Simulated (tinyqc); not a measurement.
# Threshold of a short bulk MOSFET: charge sharing, barrier lowering, narrow width: threshold roll-off against channel length

n-channel device on a p-type body, depletion approximation, full ionisation. Uniform doping N = Na. Vbi from Boltzmann statistics is rough for the degenerate source. Cox = eps0 eox/tox.

ni = sqrt(Nc Nv) exp(-Eg/(2 Vt)), Eg in volts; 2 pB = 2 Vt ln(N/ni); flat band Vfb - Vt ln(N/Na); Wd = sqrt(2 eps0 eps_r (2 pB - Vbs)/(q N)); body term q N Wd/Cox; long-channel VT0 = flat band + 2 pB + body term; Vbi = Vt ln(N Nsd/ni^2); scale length l = sqrt((eps_r/eox) tox Wd). Charge sharing (trapezoid; it ignores Vds): F = (xj/L)(sqrt(1 + 2 Wd/xj) - 1), lowering = body term times F. Barrier lowering: th = exp(-L/(2 l)) + 2 exp(-L/l), lowering = th [2 (Vbi - 2 pB) + Vds], DIBL = th. Narrow width: rise = body term times xw Wd/W. VT by each model = VT0 - lowering + rise. DIBL under 0.001 mV/V is printed as 0.

Values chosen for this exercise; band and dielectric values close to those of silicon:
```
symbol,value,unit,meaning
T,300,K,temperature
Eg,1.12,eV,band gap
eps_r,11.7,,relative permittivity
Nc,2.78e19,cm^-3,conduction-band density of states at T
Nv,2.65e19,cm^-3,valence-band density of states at T
eox,3.9,,relative permittivity of the gate insulator (close to silicon dioxide)
tox,1.4,nm,insulator thickness
Na,2.9e17,cm^-3,channel doping
Nsd,1e20,cm^-3,source and drain doping
Vfb,-0.83,V,flat-band voltage for the doping Na
xj,120,nm,junction depth
Vbs,-0.5,V,body-source voltage
Vds,0.5,V,drain-source voltage
W,740,nm,gate width
xw,0,,shape factor of the fringing depletion at the width edges
```

Constants: q = 1.602176634e-19 C, kB = 1.380649e-23 J/K, Vt = kB T/q, eps0 = 8.8541878128e-14 F/cm where lengths are in cm. Results are converted to the units shown.

The same in every row: N (cm^-3) = 2.900e17; VT0 (V) = 0.2034.

Result of one run:
```
L/l	F	DIBL (mV/V)	VT, charge sharing (V)	VT, barrier lowering (V)
9.357	0.3670	9.467	0.1490	0.1958
```

Which channel length L gave this result: 83, 170, 250 or 520 nm?

L = 170 nm.

The whole series:
```
L (nm)	L/l	F	DIBL (mV/V)	VT, charge sharing (V)	VT, barrier lowering (V)
83	4.568	0.7516	122.6	0.09210	0.1050
120	6.605	0.5198	39.50	0.1264	0.1717
170	9.357	0.3670	9.467	0.1490	0.1958
250	13.76	0.2495	1.030	0.1664	0.2025
360	19.81	0.1733	0.04982	0.1777	0.2033
520	28.62	0.1200	0	0.1856	0.2034
760	41.83	0.08208	0	0.1912	0.2034
1100	60.54	0.05671	0	0.1950	0.2034
```

VT by barrier lowering rises from 0.105 to 0.203 V and VT by charge sharing rises from 0.0921 to 0.195 V. DIBL is under 100 mV/V from L = 120 nm on among the rows (th = 0.1 at L/l = 4.92). For L = 83, 120 F exceeds 0.5: the shares of source and drain overlap, and the trapezoid formula no longer holds.

tinyqc, about 0.01 s, one thread, Intel Xeon 2.30GHz (shared host): `OMP_NUM_THREADS=1 python tinyqc.py 2002076 2002077 out.jsonl`
